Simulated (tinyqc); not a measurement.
Biaxially strained (001) channel, valley splitting in an inversion layer: two steps of the calculation.

A thin layer grown on a relaxed buffer is stretched in the plane. The two valleys with their long axis along the growth direction (D2) sink against the four in-plane ones (D4); confinement in a triangular well splits them too. Only the lowest subband of each set is kept; one relaxation time, so the weakening of intervalley scattering is left out.

Parameters, values chosen for the exercise; values close to those of silicon on relaxed silicon-germanium:
```
symbol,value,unit,meaning
T,300,K,temperature
x,0.08,,germanium share of the relaxed buffer
b1,0.0418,,lattice mismatch per unit x
c11,169,GPa,elastic constant
c12,62.6,GPa,elastic constant
Xu,9.16,eV,shear deformation potential
ml,0.921,m0,longitudinal mass
mt,0.19,m0,transverse mass
F,0.57,MV/cm,confining field
Ns,3.3e12,cm^-2,inversion density
```

Constants: q = 1.602176634e-19 C, kB = 1.380649e-23 J/K, hbar = 1.054571817e-34 J s, m0 = 9.1093837015e-31 kg, Vt = kB T/q, hbar^2/(2 m0) = 0.0380998212 eV nm^2. Results are converted to the units shown.

Question 1. Subband edges and densities of states. Levels E(m) = 2.33811 (hbar^2 q^2 F^2/(2 m))^(1/3): E2 = E(ml), E4 = E(mt) + D; N2 = 2 mt kB T/(pi hbar^2), N4 = 4 sqrt(mt ml) kB T/(pi hbar^2).

D = 53.323384 meV

Give: E2; E4; N2; N4.

Answer 1.

E2 = 0.11977 eV
E4 = 0.25602 eV
N2 = 4.1037e12 cm^-2
N4 = 1.8070e13 cm^-2

Of the gap E4 - E2 = 136 meV, confinement gives 82.9 meV.

Question 2. Share of the light valleys and conductivity mass. EF solves Ns = N2 ln(1 + exp((EF - E2)/Vt)) + N4 ln(1 + exp((EF - E4)/Vt)); f2 is the share in D2, and 1/mc = f2/mt + (1 - f2)(1/mt + 1/ml)/2.

EF = 0.12396322 eV
E2 = 0.11976666 eV
N2 = 4.1036937e12 cm^-2

Give: f2; mc.

Answer 2.

f2 = 0.9670
mc = 0.1925 m0

Program tinyqc, `OMP_NUM_THREADS=1 python tinyqc.py 2530064 2530065 out.jsonl`; Intel Xeon 2.30GHz, shared host, one thread, about 0.01 s.
